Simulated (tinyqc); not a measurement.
What moves the results: special k points of the simple cubic lattice. A value that a table varies takes the place of the one given here.

Lattice vectors in units of a: a1 = (1, 0, 0), a2 = (0, 1, 0), a3 = (0, 0, 1); reciprocal vectors b_i with a_i . b_j = 2 pi delta_ij. Mesh: k = sum_i f_i b_i with f_i = (2 j_i + shift)/(2 N), j_i = 0 .. N-1. The point group of the lattice has 48 operations; only those that map the mesh onto itself are used.

A_m(k) = sum over the m-th star of lattice vectors R of cos(k . R), stars in order of length: m = 1: |R|^2 = 1, 6 vectors, such as (1, 0, 0) in the basis a_i; m = 2: |R|^2 = 2, 12 vectors, such as (1, 1, 0) in the basis a_i; m = 3: |R|^2 = 3, 8 vectors, such as (1, 1, 1) in the basis a_i; m = 4: |R|^2 = 4, 6 vectors, such as (2, 0, 0) in the basis a_i; m = 5: |R|^2 = 5, 24 vectors, such as (2, 1, 0) in the basis a_i; m = 6: |R|^2 = 6, 24 vectors, such as (2, 1, 1) in the basis a_i. The zone mean of every A_m is zero.

Test function, the lower band of a two-band insulator: E(k) = -sqrt(D^2 + (e0 - t A_1(k))^2).

Values chosen for the exercise:
```
symbol  value  unit  meaning
D       2.25   eV    half gap term
t       0.94   eV    coupling
e0      1.87   eV    offset
N       3            points along each reciprocal vector
shift   0            half steps
```

## Mesh size and shift

Errors of the mean of E against the unshifted mesh with N = 24. The fifth column is |R|^2 of the shortest star with a non-zero mean.

Meshes:
```
mesh       points  irreducible  operations  |R|^2 missed  error (meV)
1 Gamma         1            1          48          1.00     -886.081
1 shifted       1            1          48          1.00    -4335.514
2 Gamma         8            4          48          4.00     -508.192
2 shifted       8            1          48          4.00      578.649
3 Gamma        27            4          48          9.00      -42.610
3 shifted      27            4          48          9.00       34.037
4 Gamma        64           10          48         16.00        2.730
4 shifted      64            4          48         16.00       -0.894
5 Gamma       125           10          48         25.00        0.319
5 shifted     125           10          48         25.00       -0.645
6 Gamma       216           20          48         36.00        0.093
6 shifted     216           10          48         36.00       -0.032
```

reference mean = -3.50429 eV

The shifted mesh has the smaller error for 3 of 6 values of N and the larger for 3. The cheapest mesh within 1 meV is 4 shifted, with 4 irreducible points. A mesh misses the lattice vectors N (n1 a1 + n2 a2 + ...); the half shift gives each the sign (-1)^(n1 + n2 + ...), so the 6 shortest ones add up to -6 in place of 6: their term only changes sign. The shift keeps the full symmetry; it leaves fewer irreducible points for N = 2, 4 and 6.

## Gap and mesh density

D takes the values listed; errors against the unshifted mesh with N = 30, for unshifted meshes.

Errors (meV):
```
D (eV)  reference (eV)     N = 2   N = 4   N = 6   N = 8
0.2            -2.4377  -456.604  40.240   6.868   1.407
0.4            -2.4859  -492.339  23.643   2.838   0.522
0.8            -2.6348  -528.925   9.247   0.941   0.176
1.5            -3.0065  -535.101   3.641   0.326   0.013
2.5            -3.6861  -496.323   2.571   0.058  -0.003
4.0            -4.8852  -421.559   1.754  -0.002   0.000
```

The first listed N from which the error stays below 0.5 meV is none for D = 0.2, none for D = 0.4, 8 for D = 0.8, 6 for D = 1.5, 6 for D = 2.5, 6 for D = 4 eV. A larger D makes the function smoother, so its Fourier coefficients fall faster with |R|; single entries change sign along a column, so a small error on one coarse mesh can be a cancellation.

## One point for the whole zone

The mean-value (Baldereschi) point is taken at k = (2 pi/a) (0.25, 0.25, 0.25), that is f = (0.25, 0.25, 0.25); the reference is the mesh with N = 24.

Single points:
```
point                    A_1     A_2     A_3     A_4   E (eV)
Gamma                  6.000  12.000   8.000   6.000  -4.3904
mean-value point       0.000   0.000   0.000  -6.000  -2.9256
zone-face centre b1/2  2.000  -4.000  -8.000   6.000  -2.2500
```

reference mean = -3.5043 eV

The mean-value point makes A_1, A_2 and A_3 vanish. Its error is +579 meV, against -886 meV at Gamma and +1254 meV at b1/2. E is not linear in A_1; its powers hold sums of nearest vectors and a non-zero mean, so this point is not exact.

## What moves the zone average

Mean of E over the mesh, and its error against the unshifted mesh with N = 24. Each row changes one parameter from the base and keeps the others.

Results:
```
case          mean (eV)  error (meV)  irreducible points
base            -3.5469       -42.61                   4
N = 4           -3.5016         2.73                  10
shift = 1       -3.4703        34.04                   4
D = 1.575 eV    -3.1126       -60.19                   4
t = 1.222 eV    -3.9294       -64.23                   4
```

The largest shifts from the base row, up to three for each result and ties (the steps differ in size, so this ranks the rows, not the parameters). mean (eV): D +0.4343, t -0.3825, shift +0.0766. error (meV): shift +76.65, N +45.34, t -21.62. irreducible points: N +6; unchanged at the printed digits by shift, D and t.

Program tinyqc; command `OMP_NUM_THREADS=1 python tinyqc.py 1680298 1680299 out.jsonl`; about 0.2 s on one thread of a shared Intel(R) Xeon(R) Processor @ 2.30GHz.
